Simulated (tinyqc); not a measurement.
From one set of inputs to another, one input at a time: pressure-driven transition between two phases with analytic equations of state. Computed by tinyqc, a small Python program. Command: `OMP_NUM_THREADS=1 python tinyqc.py 3028444 3028445 out.jsonl transition ladder`. One thread of a shared host (Intel(R) Xeon(R) Processor @ 2.30GHz), about 0.02 s of CPU time with the checks.

Each phase obeys E = E0 + (B0 V/B') [(V0/V)^B'/(B' - 1) + 1] - B0 V0/(B' - 1), P = (B0/B') [(V0/V)^B' - 1]; E0 = 0 for phase 1 and Delta E0 for phase 2. H = E + P V.

The inputs printed are set A. Inputs not listed in the table keep their values of set A, so the rows need not describe a real material.

Inputs (values chosen for the exercise, for two model phases):

| quantity | value | unit |
|---|---|---|
| volume V0 of phase 1 | 26.2 | angstrom^3/atom |
| B0 of phase 1 | 56.7 | GPa |
| B' of phase 1 | 4.11 | - |
| volume V0 of phase 2 | 21.3 | angstrom^3/atom |
| B0 of phase 2 | 61.8 | GPa |
| B' of phase 2 | 4.77 | - |
| energy of phase 2 above phase 1, Delta E0 | 0.16 | eV/atom |
| entropy of phase 2 less phase 1, Delta S | -0.42 | k_B/atom |
| temperature T | 300 | K |

Equation of state: Murnaghan.

Constants: 1 eV/angstrom^3 = 160.2176634 GPa; k_B = 8.617333262e-05 eV/K.

Method. Start from P = Delta E0/(V0 of phase 1 - V0 of phase 2); at each P solve P(V) = P for both phases and step P(new) = P - (H_2 - H_1)/(V_2 - V_1); stop when |H_2 - H_1| < 1e-10 eV. At the zero-temperature transition the volume change is V_2/V_1 - 1 and the work is P (V_1 - V_2). At T the condition is H_2 - H_1 - T Delta S = 0, with Delta S constant and thermal expansion left out; the Clausius-Clapeyron slope is dP/dT = Delta S/(V_2 - V_1) at the zero-temperature point.

Each row keeps all changes above it:

| input moved | from | to | transition pressure (GPa) | volume change (%) | transition pressure at T (GPa) |
|---|---|---|---|---|---|
| set A | - | - | 5.555 | -18.09 | 5.955 |
| B0 of phase 2 (GPa) | 61.8 | 88 | 5.865 | -16.37 | 6.310 |
| entropy of phase 2 less phase 1, Delta S (k_B/atom) | -0.42 | 0.29 | 5.865 | -16.37 | 5.561 |
| energy of phase 2 above phase 1, Delta E0 (eV/atom) | 0.16 | 0.027 | 0.900 | -18.26 | 0.647 |
| B0 of phase 1 (GPa) | 56.7 | 70.2 | 0.893 | -18.50 | 0.643 |
| volume V0 of phase 2 (angstrom^3/atom) | 21.3 | 8.7 | 0.248 | -66.77 | 0.179 |
| temperature T (K) | 300 | 1200 | 0.248 | -66.77 | -0.027 |
| B' of phase 2 | 4.77 | 3.55 | 0.248 | -66.77 | -0.027 |

Which inputs carry the difference?

Transition pressure goes from 5.55 to 0.248, a factor 0.0446 in all. The largest single move comes from energy of phase 2 above phase 1, Delta E0 (a factor 0.154). Volume change goes from -18.1 to -66.8, -48.7 in all. The largest single move comes from volume V0 of phase 2 (-48.3). Transition pressure at T goes from 5.95 to -0.0274, -5.98 in all. The largest single move comes from energy of phase 2 above phase 1, Delta E0 (-4.91). The single moves hold for this order of the switches; the total does not depend on the order.

Caution (all rows): a constant Delta S holds only at high temperature; it vanishes as T goes to 0, so the shift counted from T = 0 is somewhat too large. Caution (rows temperature T, B' of phase 2): the transition pressure at T is negative: phase 2 is already the stable one at zero pressure.

Extremes, crossings and ranges named in words are read from the listed rows.
